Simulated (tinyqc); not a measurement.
Worked calculation: tight binding, honeycomb lattice. One step of it, computed by the program tinyqc.

Problem. Bloch Hamiltonian at k. H_AB = -t1 (1 + exp(-i k.a1) + exp(-i k.a2)); H_AA = delta - 2 t2 sum cos(k.b + phi), H_BB = -delta - 2 t2 sum cos(k.b - phi), b = a1, a2 - a1, -a2.

Parameters chosen for this model:
```
parameter     value                        unit
t1         2.210000                 eV, nearest
t2                0       eV, second neighbours
phi        1.570000  rad, phase of t2 (Haldane)
delta             0          eV, +/- on A and B
```

k point k (fractions of the reciprocal vectors): -0.020000  -0.310000

Give: H(k) at k.

Solution.

H(k) at k (eV):
```
               A              B
A          0.000  -3.589-2.332i
B  -3.589+2.332i          0.000
```
